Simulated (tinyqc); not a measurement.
Traps spread exponentially in energy.

For traps of total density Nt spread as exp(-E/kB Tc) below the band edge, with l = Tc/T: J = q mu Nc [eps0 eps_r l/(q Nt (l + 1))]^l [(2 l + 1)/(l + 1)]^(l + 1) V^(l + 1)/L^(2 l + 1). It needs trapped charge far above free charge, so only rows below a fifth of the trap-free current (9/8) eps0 eps_r mu V^2/L^3 are listed.

Inputs (values chosen for the exercise): relative permittivity eps_r = 20.2; mobility mu = 0.059 cm^2/(V s); thickness L = 1000 nm; band density of states Nc = 9.9e20 cm^-3; trap density Nt = 1.8e17 cm^-3; voltage V = 4.3 V.

Constants: q = 1.602176634e-19 C, eps0 = 8.8541878128e-14 F/cm where lengths are in cm. Results are converted to the units shown.

Results:
```
l,exponent of V,exponent of 1/L,J (A/cm^2)
4.8,5.8000,10.600,0.14921
5.7,6.7000,12.400,0.010565
6.5,7.5000,14.000,0.0010060
8.2,9.2000,17.400,6.8260e-6
9,10.000,19.000,6.5201e-7
```

Estimate the missing row, l = 7.3.

Computed row:
```
l,exponent of V,exponent of 1/L,J (A/cm^2)
7.3,8.3000,15.600,9.5926e-5
```

With this row back in the table: J falls from 0.149 to 6.52e-7 A/cm^2 at V = 4.3 V, well below q Nt L^2/(2 eps0 eps_r) = 80.6 V, near which the curves for different l come together. A slope above 2 on a log-log plot gives l, and its change with temperature tests the model.

Computed by the program tinyqc: `OMP_NUM_THREADS=1 python tinyqc.py 2370071 2370072 out.jsonl`, one thread of a shared Intel Xeon 2.30GHz, about 0.01 s for the whole run.
